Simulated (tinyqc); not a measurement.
# Changing the wafer radius R

Model: electroplating on a thin resistive seed layer: kinetics, Wagner number and the terminal effect across a wafer. Computed by tinyqc, a small Python program. Command: `OMP_NUM_THREADS=1 python tinyqc.py 3121483 3121484 out.jsonl terminal sweep`. One thread of a shared host (Intel(R) Xeon(R) Processor @ 2.30GHz), about 0.04 s of CPU time with the checks.

Current enters the seed at the rim. The bath is treated as a local resistance per area (no lateral flow in the liquid), two electrons per ion, molar volume 7.11 cm^3/mol, Faraday constant F = e N_A, kinematic viscosity 0.01 cm^2/s, omega = 2 pi x rpm/60; k_B T/e is in volts.

Inputs (values chosen for the exercise, of the order of those for copper plating on a thin cobalt or ruthenium seed): seed thickness t = 180 nm; seed resistivity = 21 microohm cm; bath conductivity kappa = 0.27 S/cm; gap to the anode h = 9 cm; extra resistance of a porous plate = 0 ohm cm^2; exchange current density i_0 = 0.048 mA/cm^2; cathodic transfer coefficient alpha = 0.51; mean current density = 13 mA/cm^2; diffusivity of the metal ion = 5.8e-06 cm^2/s; metal ion concentration = 0.66 mol/L; rotation rate = 200 rpm; temperature T = 298 K.

Constants: e = 1.602176634e-19 C; N_A = 6.02214076e+23 1/mol; k_B = 8.617333262e-05 eV/K.

Method:
- Growth rate = i V_m/(2 F). Levich limit i_L = 0.62 x 2 F D^(2/3) omega^(1/2) nu^(-1/6) c. Tafel overpotential eta = (k_B T/(alpha e)) ln(i/i_0); kinetic resistance k_B T/(alpha e i); bath resistance h/kappa + plate; R_s = resistivity/t; Wagner number = kinetic resistance x kappa/R.
- Linearised: with R_t = kinetic + bath resistance the current density obeys (1/r)(r i')' = i R_s/R_t, so i = A I_0(r/l), l = sqrt(R_t/R_s); with x = R/l, edge/centre = I_0(x) and edge/mean = x I_0(x)/(2 I_1(x)).
- Voltage drop in the seed for a uniform current: i R_s R^2/4.
- Full model: seed potential phi(r) with (1/r)(r phi')' = R_s i, where i solves phi = R_b i + (k_B T/(alpha e)) ln(i/i_0) (phi being the driving voltage left at r); phi'(0) = 0 and phi'(R) = R_s i_mean R/2. Solved by collocation to a tolerance of 1e-7.

One run for each value:
```
wafer radius R (cm)  edge over centre, full model  edge over centre, linear  drop for uniform current (mV)
2.5                                        1.0496                     1.050                           23.7
5.0                                        1.2057                     1.206                           94.8
7.5                                        1.4911                     1.492                          213.3
10.0                                       1.9461                     1.952                          379.2
15.0                                       3.6393                     3.712                          853.1
22.5                                       9.9659                    11.149                         1919.5
```

What does the table show?

Over the rows, edge over centre, full model rises from 1.05 to 9.97 (exponent d ln y / d ln x 0.20 between the first rows and 2.5 between the last); edge over centre, linear rises from 1.05 to 11.1 (exponent d ln y / d ln x 0.20 between the first rows and 2.7 between the last); drop for uniform current (mV) rises from 23.7 to 1920 (exponent d ln y / d ln x about 2.0 throughout).
